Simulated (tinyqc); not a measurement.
# Capacitance measurement on a leaky thin oxide: effects of series resistance and leakage, step by step

tinyqc, about 0.01 s, one thread, Intel Xeon 2.30GHz (shared host): `OMP_NUM_THREADS=1 python tinyqc.py 2022157 2022158 out.jsonl` Printed values are rounded.

The device is a capacitance C in parallel with a leakage conductance G, in series with Rs and Ls. An impedance meter reports either a parallel pair (Cp, Gp) from Y = 1/Z = Gp + i w Cp or a series pair (Cs, Rm) from Z = Rm + 1/(i w Cs); w = 2 pi f, dissipation D = Gp/(w |Cp|).

Inputs (values chosen for the exercise); values of the order met in thin-oxide MOS capacitors:
- eox = 3.9 (relative permittivity of the gate insulator (close to silicon dioxide))
- tox = 1.6 nm (insulator thickness)
- A = 100 um^2 (gate area)
- zc = 0.51 nm (oxide-equivalent thickness added by the accumulation layer)
- zp = 0 nm (oxide-equivalent thickness added by gate depletion)
- Jg = 0.21 A/cm^2 (gate leakage current density, not matched to the thickness)
- Vs = 0.38 V (voltage for an e-fold rise of the leakage)
- Rs = 210 ohm (series resistance)
- Ls = 0 nH (series inductance)
- f = 2e5 Hz (measuring frequency)

Constants: eps0 = 8.8541878128e-14 F/cm where lengths are in cm. Results are converted to the units shown.

## True capacitance and conductance

EOT = 3.9 tox/eox; CET = EOT + zc + zp; C = 3.9 eps0 A/CET; G = Jg A/Vs.

EOT = 1.6 nm
CET = 2.11 nm
C = 1.63656 pF
G = 0.552632 uS

## What the meter reports

Z = Rs + i w Ls + 1/(G + i w C).

Z = (1.22074-4.53503i) x 1e5 ohm
Cp = 1.63618 pF
Gp = 0.553455 uS
Cs = 1.75473 pF
D = 0.269180

Cp is 0.023 % below C and Cs is 7.2 % above it; G Rs = 1.16e-4, w C Rs = 4.32e-4 and G/(w C) = 0.269.
